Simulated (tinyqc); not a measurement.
From results back to parameters: heavy doping: gap narrowing, degeneracy and the minority density. Five cases, with inputs chosen for the exercise.

Problem. Narrowing at two dopings was computed from hidden E0 and N0, with N0 below Na.

Empirical narrowing (Slotboom form, constants chosen for the exercise; published fits of this form give the apparent narrowing, here it is taken as the true one): dEg = E0 [ln(N/N0) + sqrt(ln(N/N0)^2 + C)].

Case 1.

Values chosen (out of a larger set: gap and densities of states near those of Si at this temperature; narrowing constants near the fits for Si; not measured data):
- C = 0.5 (smoothing constant)
- Na = 1.6e+18 1/cm^3
- Nb = 4.8e+19 1/cm^3

dEg(Na) = 29.3043 meV
dEg(Nb) = 71.2266 meV

Case 2.

Values chosen (out of a larger set: gap and densities of states near those of Si at this temperature; narrowing constants near the fits for Si; not measured data):
- C = 0.5 (smoothing constant)
- Na = 8.1e+17 1/cm^3
- Nb = 2.4e+19 1/cm^3

dEg(Na) = 30.2465 meV
dEg(Nb) = 73.3580 meV

Case 3.

Values chosen (out of a larger set: gap and densities of states near those of Si at this temperature; narrowing constants near the fits for Si; not measured data):
- C = 0.5 (smoothing constant)
- Na = 1.5e+18 1/cm^3
- Nb = 4.5e+19 1/cm^3

dEg(Na) = 30.9061 meV
dEg(Nb) = 75.1201 meV

Case 4.

Values chosen (out of a larger set: gap and densities of states near those of Si at this temperature; narrowing constants near the fits for Si; not measured data):
- C = 0.5 (smoothing constant)
- Na = 8.9e+17 1/cm^3
- Nb = 2.7e+19 1/cm^3

dEg(Na) = 35.9001 meV
dEg(Nb) = 87.4280 meV

Case 5.

Values chosen (out of a larger set: gap and densities of states near those of Si at this temperature; narrowing constants near the fits for Si; not measured data):
- C = 0.5 (smoothing constant)
- Na = 9.1e+17 1/cm^3
- Nb = 2.7e+19 1/cm^3

dEg(Na) = 30.1523 meV
dEg(Nb) = 73.1470 meV

Find: N0; E0.

Solution. The ratio dEg(Nb)/dEg(Na) depends on N0 alone and rises steadily with it; solve for ln N0 by bisection, then E0 from either value.

Case 1.

N0 = 1.6e+17 1/cm^3
E0 = 6.22 meV

Case 2.

N0 = 8.1e+16 1/cm^3
E0 = 6.42 meV

Case 3.

N0 = 1.5e+17 1/cm^3
E0 = 6.56 meV

Case 4.

N0 = 8.9e+16 1/cm^3
E0 = 7.62 meV

Case 5.

N0 = 9.1e+16 1/cm^3
E0 = 6.40 meV

Computed by tinyqc, one run a case: `OMP_NUM_THREADS=1 python tinyqc.py N N+1 out.jsonl` with N = 1650217, 1650218, 1650323, 1650369, 1650378; one thread of a shared Intel(R) Xeon(R) Processor @ 2.30GHz, about 0.01 s a run at most.
